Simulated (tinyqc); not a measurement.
Inside a calculation. Method: Pariser-Parr-Pople SCF with singles CI, for the molecule [CH2+]C(C=O)=CC=CO (SMILES; centres numbered as the heavy atoms are written). One step of it, computed by the program tinyqc.

Question. Singles CI, triplets. Over the 4 single excitations with the smallest orbital gaps: A = (e_a - e_i) delta - (ij|ab), with (pq|rs) = sum c_mp c_mq gamma_mn c_nr c_ns.

orbital energies (eV): -20.455766  -19.029744  -16.740062  -15.274823  -7.469975  -5.051470  -3.133174  -1.224614

coefficients:
```
,MO1,MO2,MO3,MO4,MO5,MO6,MO7,MO8
1C,0.073927,0.347093,-0.002105,-0.448275,-0.505882,0.570611,0.015294,0.302257
2C,0.156357,0.603134,0.015726,-0.418597,0.048405,-0.393059,0.002699,-0.528644
3C,0.063160,0.349751,0.417505,0.177402,0.019251,-0.379829,0.437500,0.576069
4O,0.041145,0.285069,0.605516,0.489974,-0.021466,0.357322,-0.301880,-0.301741
5C,0.222803,0.384300,-0.360415,0.093309,0.581169,0.142416,-0.415743,0.364945
6C,0.328390,0.185028,-0.451817,0.455851,-0.097166,0.227868,0.571194,-0.241575
7C,0.521575,-0.083032,-0.126642,0.218281,-0.551126,-0.384337,-0.438718,0.115985
8O,0.731358,-0.351211,0.329716,-0.296860,0.299953,0.167445,0.160133,-0.035731
```

repulsion gamma_rs (eV), lower triangle:
```
,1C,2C,3C,4O,5C,6C,7C,8O
1C,11.950000
2C,7.795260,11.950000
3C,5.317866,7.795818,11.950000
4O,3.752665,5.487929,8.358809,16.720000
5C,5.317842,7.794293,5.316770,4.840902,11.950000
6C,3.696868,5.317842,4.723324,5.486534,7.795260,11.950000
7C,2.881448,3.696640,3.295275,3.752205,5.317668,7.795610,11.950000
8O,2.337683,2.925783,2.814071,3.377172,3.791646,5.612911,8.827093,22.450000
```

Give: triplet CI matrix; triplet excitation energies.

Answer.

triplet CI matrix (eV), lower triangle:
```
,4>5,3>5,4>6,2>5
4>5,2.049
3>5,0.933,3.832
4>6,0.221,0.615,3.946
2>5,0.233,0.859,-0.938,5.543
```

triplet excitation energies (eV): 1.643  2.821  4.752  6.155
